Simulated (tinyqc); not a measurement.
Full law against its linear and parabolic limits: Deal-Grove kinetics of thermal oxidation of silicon. Computed by tinyqc, a small Python program. Command: `OMP_NUM_THREADS=1 python tinyqc.py 3015566 3015567 out.jsonl oxide walk`. One thread of a shared host (Intel(R) Xeon(R) Processor @ 2.30GHz), about 0.08 s of CPU time with the checks.

Oxidant diffuses through the oxide and reacts at the interface, so that dx/dt = B/(A + 2x) for the oxide thickness x.

Inputs (values chosen for the exercise, close to those used for silicon):

| quantity | value | unit |
|---|---|---|
| prefactor B0 | 670 | um^2/h |
| activation energy E_B | 1.24 | eV |
| prefactor (B/A)0 | 3.18e+06 | um/h |
| activation energy E_A | 2 | eV |
| temperature T | 975 | C |
| oxidant pressure p | 1 | atm |
| pressure exponent m of B/A | 0.75 | - |
| initial oxide x_i | 0.01 | um |
| time t | 0.26 | h |

Ambient: dry oxygen. Surface: (100).

Constants: k_B = 8.617333262e-05 eV/K.

Method:
- B = B0 p exp(-E_B/(k_B T)), B/A = (B/A)0 p^m exp(-E_A/(k_B T)), p in atm; A = B/(B/A).
- Temperatures in kelvin are T(C) + 273.15.
- tau = (x_i^2 + A x_i)/B and x = (A/2) [sqrt(1 + 4 B (t + tau)/A^2) - 1], the root of x^2 + A x = B (t + tau).
- Silicon consumed is 0.44 times the oxide grown; the rate is B/(A + 2x).
- Linear limit x = (B/A)(t + tau); parabolic limit x = sqrt(B (t + tau)).

tau = 0.389420 h

length A = 0.246817 um

parabolic constant B = 0.00659485 um^2/h

linear constant B/A = 0.0267196 um/h

Thickness (um):

| t (h) | full | linear limit | parabolic limit | 2x/A |
|---|---|---|---|---|
| 0.05 | 0.01123 | 0.01174 | 0.05383 | 0.0910 |
| 0.1 | 0.01245 | 0.01308 | 0.05681 | 0.1009 |
| 0.25 | 0.01604 | 0.01709 | 0.06494 | 0.1300 |
| 0.5 | 0.02183 | 0.02376 | 0.07659 | 0.1769 |
| 1 | 0.03277 | 0.03712 | 0.09572 | 0.2656 |
| 2 | 0.05262 | 0.06384 | 0.12553 | 0.4264 |
| 4 | 0.08678 | 0.11728 | 0.17014 | 0.7032 |
| 8 | 0.14222 | 0.22416 | 0.23522 | 1.1524 |
| 16 | 0.22775 | 0.43792 | 0.32876 | 1.8455 |
| 32 | 0.35496 | 0.86543 | 0.46217 | 2.8763 |

What does the comparison show, and why?

Both limits lie above the full result, since each drops one resistance. The linear law overshoots by 4.6 % in the first row and 140 % in the last, the parabolic law by 380 % and 30 %. The better limit switches between 8 and 16 h; both give the same value where B (t + tau) = A^2, at 2x/A = sqrt5 - 1 = 1.24.

Extremes, crossings and ranges named in words are read from the listed rows.
